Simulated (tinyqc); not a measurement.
Length of a molecular wire: coherent transport through a tight-binding bridge. Computed by the program tinyqc. 

A uniform bridge between two chains:
```
parameter,value
site energy (eV),3.320000
hopping in the bridge (eV),0.890000
lead hopping (eV),1.940000
couplings (eV),"0.84, 0.92"
E (eV),0.440000
```

T = Gamma_L Gamma_R |G_1n|^2 with the self-energies of semi-infinite chains.

Transmission against length:
```
sites,T,ln T
2,7.8403e-03,-4.848
3,9.3730e-04,-6.973
4,1.1221e-04,-9.095
5,1.3435e-05,-11.218
6,1.6087e-06,-13.340
7,1.9262e-07,-15.463
8,2.3063e-08,-17.585
9,2.7615e-09,-19.707
10,3.3065e-10,-21.830
```

E lies outside the band of the bridge (|E - e|/2h = 1.618 > 1), so T decays as exp(-beta n) with beta = 2 arccosh(1.618) = 2.1225 a site; the last two rows give 2.1225.
